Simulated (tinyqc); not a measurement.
One rectangular barrier with mass mismatch, transfer matrices: two steps of the calculation.

One electron of energy E comes from the left lead (band edge 0); no transverse momentum. Parabolic bands, masses in units of m0, C = hbar^2/(2 m0); psi and psi'/m are continuous at every interface. The right lead equals the left one.

Inputs (values chosen for the exercise); masses and offsets of a made-up heterostructure:
- U1 = 1 eV (barrier height)
- m1 = 0.12 m0 (barrier mass)
- d1 = 2.6 nm (barrier width)
- E = 0.855 eV (electron energy)

Constants: q = 1.602176634e-19 C, hbar = 1.054571817e-34 J s, m0 = 9.1093837015e-31 kg, hbar^2/(2 m0) = 0.0380998212 eV nm^2. Results are converted to the units shown.

Task 1. Matrices of the layers. For the pair (psi, psi'/m) a flat layer has M = [[cos kd, (m/k) sin kd], [-(k/m) sin kd, cos kd]] with k = sqrt(m (E - U)/C) above its edge U, and M = [[cosh Kd, (m/K) sinh Kd], [(K/m) sinh Kd, cosh Kd]] with K = sqrt(m (U - E)/C) below it. M12 is in nm, M21 in 1/nm.

Wanted: M of layer 1.

Result 1.

M of layer 1:

|  | 1 | 2 |
|---|---|---|
| 1 | 2.984 | 0.4992 |
| 2 | 15.83 | 2.984 |

Task 2. Transmission and reflection. The matrix M carries (psi, psi'/m) across the stack, and v = k/m in each lead. psi = 1 + r at the left edge (incident amplitude 1) and t at the right edge. With det M = 1, a = i vR M11 - M21 and b = -vL vR M12 - i vL M22: t = 2 i vL/(a - b), r = -(a + b)/(a - b), T(E) = (vR/vL) |t|^2, R(E) = |r|^2.

M of layer 1:

|  | 1 | 2 |
|---|---|---|
| 1 | 2.9839617 | 0.49922038 |
| 2 | 15.832742 | 2.9839617 |

vL = 20.577076 1/nm
vR = 20.577076 1/nm

Wanted: t; r; T(E); R(E).

Result 2.

t = 0.0948+0.1509i
r = 0.8333-0.5233i
T(E) = 0.03177
R(E) = 0.9682

T(E) + R(E) = 1: the current is conserved.

Range of the model: Masses are held fixed, although real bands cease to be parabolic a few tenths of an eV from their edges (inside a barrier too).

tinyqc, about 0.01 s, one thread, Intel Xeon 2.30GHz (shared host): `OMP_NUM_THREADS=1 python tinyqc.py 2560122 2560123 out.jsonl`
